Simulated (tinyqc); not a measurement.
# Quantum point contact as a saddle point: plateau quality against temperature

Potential V0 - m wx^2 x^2/2 + m wy^2 y^2/2; energies are counted from V0. Mode n = 0, 1, ... transmits T_n(E) = 1/(1 + exp(-2 pi (E - E_n)/wx)), E_n = wy (n + 1/2); each mode carries 2 q^2/h.

g(T) = int g(E) (-df/dE) dE = int g(mu + x kB T) dx/(4 cosh^2(x/2)), g(E) the zero-temperature value at E, g = G/(2 q^2/h).

Inputs (values chosen for the exercise): transverse quantum hbar wy wy = 5 meV; curvature of the barrier hbar wx wx = 1.3 meV.

Constants: q = 1.602176634e-19 C, kB = 1.380649e-23 J/K, Vt = kB T/q. Results are converted to the units shown.

Result of one run:

| slope wy dg/dmu at mu = wy | slope at mu = 1.5 wy | g at mu = wy |
|---|---|---|
| 0.9335 | 1.018 | 1.014 |

Which temperature T gave this result: 0.097, 0.19, 0.37, 5.3 or 20 K?

T = 20 K.

The whole series:

| T (K) | slope wy dg/dmu at mu = wy | slope at mu = 1.5 wy | g at mu = wy |
|---|---|---|---|
| 0.097 | 2.740e-4 | 6.033 | 1.000 |
| 0.19 | 2.761e-4 | 6.011 | 1.000 |
| 0.37 | 2.843e-4 | 5.929 | 1.000 |
| 0.72 | 3.183e-4 | 5.664 | 1.000 |
| 1.4 | 5.176e-4 | 4.978 | 1.000 |
| 2.7 | 0.005060 | 3.787 | 1.000 |
| 5.3 | 0.1277 | 2.403 | 1.000 |
| 10 | 0.6114 | 1.428 | 1.000 |
| 20 | 0.9335 | 1.018 | 1.014 |

The slope on the first plateau rises from 2.74e-4 to 0.933 and the slope on the second riser falls from 6.03 to 1.02; a slope of 1 everywhere means no steps at all. The plateau slope passes 0.5 at T = 10 K among the rows.

Computed by the program tinyqc: `OMP_NUM_THREADS=1 python tinyqc.py 2740133 2740134 out.jsonl`, one thread of a shared Intel Xeon 2.30GHz, about 0.05 s for the whole run.
